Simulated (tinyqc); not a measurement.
Chemical vapour deposition: Grove model, boundary layer, depletion and step coverage: one step, computed by the program tinyqc.

A precursor diffuses to the surface and reacts there at first order; each molecule that reacts adds one formula unit of film.

Question. Step coverage in a trench. In a long trench of width w and depth l = aspect ratio x w: Knudsen diffusivity D_K = (2w) c/3 (hydraulic diameter 2w), combined as 1/D_e = 1/D_K + 1/D; D_e d2C/dz2 = 2 k_s C/w with D_e dC/dz = -k_s C at the floor. With m = sqrt(2 k_s/(w D_e)): C(floor)/C(top) = 1/[cosh(m l) + (k_s/(D_e m)) sinh(m l)].

Inputs (values chosen for the exercise, close to those used for silicon dioxide from an alkoxysilane): temperature T = 670 C; trench width w = 0.11 um; aspect ratio of the trench = 10.

Reactor: wafer stack, low pressure.

mean speed c = 30984.60 cm/s

gas diffusivity D = 15028.07 cm^2/s

surface rate constant k_s = 0.1113783 cm/s

Give: Knudsen diffusivity D_K; effective diffusivity D_e; modulus m l; step coverage.

Answer.

Knudsen diffusivity D_K = 0.2272 cm^2/s

effective diffusivity D_e = 0.2272 cm^2/s

modulus m l = 0.03284

step coverage = 0.9994

Caution: the hydraulic-diameter form of D_K is rough for a slit.
